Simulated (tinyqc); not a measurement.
Complex band structure along [001] in sp3s* tight binding: sweeps and comparisons. A value that a table varies takes the place of the one given here.

For k = (0, 0, kz) the phase sums are g0 = cos(phi) and g3 = i sin(phi), phi = kz a/4, and the s, pz, s* orbitals of anion (a) and cation (c) decouple from px, py. With z = exp(i phi), H(z) = H0 + z T + T^T/z for any complex z. H0 is diagonal (Esa, Epa, Exa, Esc, Epc, Exc). The anion-cation block is B(z) = z U + W/z and the cation-anion block z W^T + U^T/z, where U has Vss/2 (s,s), Vsapc/2 (s,z), -Vscpa/2 (z,s), Vxx/2 (z,z), Vxapc/2 (s*,z), -Vpaxc/2 (z,s*), and W has the same values with the s-z and s*-z signs reversed. |z| = 1 is a band state, |z| < 1 decays along [001] as exp(-kappa d) over a distance d, kappa = -(4/a) ln|z|. No spin-orbit coupling.

Constants: hbar^2/2m0 = 3.80998211 eV angstrom^2.

Inputs chosen for the exercise (out of a larger set: near a published set for InP, fitted to gaps, whose masses and valley positions are rough (light masses up to twice too heavy); not measured data): p = (-8.619, 0.869, -1.47, 3.999, 8.291, 7.11, -5.399, 1.862, 4.226, 2.239, 5.551, 3.48, 4.477) eV (order Esa, Epa, Esc, Epc, Exa, Exc, Vss, Vxx, Vxy, Vsapc, Vscpa, Vxapc, Vpaxc); a = 5.869 angstrom (lattice constant); dE = 1.12 eV (E - Ev).

## Decay across the direct gap

Ev = 0.00166 eV
EG (direct gap) = 1.42889 eV

masses of this model, from the curvature at Gamma (m0): m_lh 0.09658, m_e 0.12586

kappa of the imaginary branch at Gamma against three formulas: parabolic from the valence edge, sqrt(m_lh E/c); parabolic from the conduction edge, sqrt(m_e (EG - E)/c); two-band (Franz), sqrt(m E (1 - E/EG)/c) with m = 2 m_lh m_e/(m_lh + m_e). E from Ev; c = hbar^2/2m0.

kappa (1/angstrom):
```
E/EG  E (eV)  tight binding  parabolic, valence  parabolic, conduction  two-band
0.05  0.0714         0.0417              0.0426                 0.2118    0.0441
0.15  0.2143         0.0689              0.0737                 0.2003    0.0723
0.25  0.3572         0.0844              0.0952                 0.1882    0.0877
0.35  0.5001         0.0939              0.1126                 0.1752    0.0966
0.50  0.7144         0.1002              0.1346                 0.1536    0.1012
0.65  0.9288         0.0976              0.1534                 0.1285    0.0966
0.75  1.0717         0.0899              0.1648                 0.1086    0.0877
0.85  1.2146         0.0754              0.1755                 0.0841    0.0723
0.95  1.3574         0.0469              0.1855                 0.0486    0.0441
```

The branch joins the light-hole and conduction bands and peaks, among these rows, at E/EG = 0.50 with kappa = 0.1002 1/angstrom. At mid-gap the parabola from the conduction edge is +53 % off and the two-band form +1.0 %; over 5 nm the parabola would misstate exp(-2 kappa d) by a factor 208.

## Band-to-band tunnelling in a uniform field

WKB at zero transverse momentum: T = exp(-2 I/(eF)), I = integral of kappa dE across the direct gap (8 Gauss-Legendre points in theta, E = EG sin^2 theta, 0 to pi/2); 1 MV/cm = 0.01 V/angstrom. The two-band form gives I = (pi/8) sqrt(m/c) EG^(3/2) with m = 2 m_lh m_e/(m_lh + m_e).

Tunnelling:
```
F (MV/cm)  path EG/eF (angstrom)  exponent 2I/eF  T, tight binding  T, two-band
0.50                       285.8          45.178          2.40e-20     1.84e-20
0.75                       190.5          30.119          8.31e-14     6.97e-14
1.00                       142.9          22.589          1.55e-10     1.36e-10
1.50                        95.3          15.059          2.88e-07     2.64e-07
2.00                        71.4          11.295          1.24e-05     1.16e-05
3.00                        47.6           7.530          0.000537     0.000514
4.00                        35.7           5.647           0.00353      0.00341
```

I, tight binding = 0.112946 eV/angstrom
I, two-band = 0.113606 eV/angstrom

The two-band integral is +0.58 % from the tight-binding one, which makes the two-band T 0.7679 times the other at 0.5 MV/cm and 0.9675 times at 4 MV/cm. Doubling the field from 1 to 2 MV/cm halves the exponent and raises T by a factor 8.04e+04.

## Energy and lattice constant

The slowest root of the s-pz block and the heavy-hole branch, sinh^2(kappa a/4) = ((E - Epa)(E - Epc) - Vxx^2)/(Vxx^2 - Vxy^2), at E = Ev + dE with Ev the lower root of [[Epa, Vxx], [Vxx, Epc]]; the couplings are kept when a changes. Each row changes one parameter from the base and keeps the others.

Results:
```
case                slowest kappa (1/angstrom)  heavy-hole kappa (1/angstrom)
base                                    0.0860                         0.3521
dE = 1.15 eV                            0.0831                         0.3550
a = 6.045 angstrom                      0.0835                         0.3418
```

The largest shifts from the base row, up to three for each result and ties (the steps differ in size, so this ranks the rows, not the parameters). slowest kappa (1/angstrom): dE -0.0029, a -0.0025. heavy-hole kappa (1/angstrom): a -0.0102, dE +0.0030. With the couplings fixed, kappa a stays, so kappa scales as 1/a.

Program tinyqc; command `OMP_NUM_THREADS=1 python tinyqc.py 1482049 1482050 out.jsonl`; about 0.01 s on one thread of a shared Intel(R) Xeon(R) Processor @ 2.30GHz.
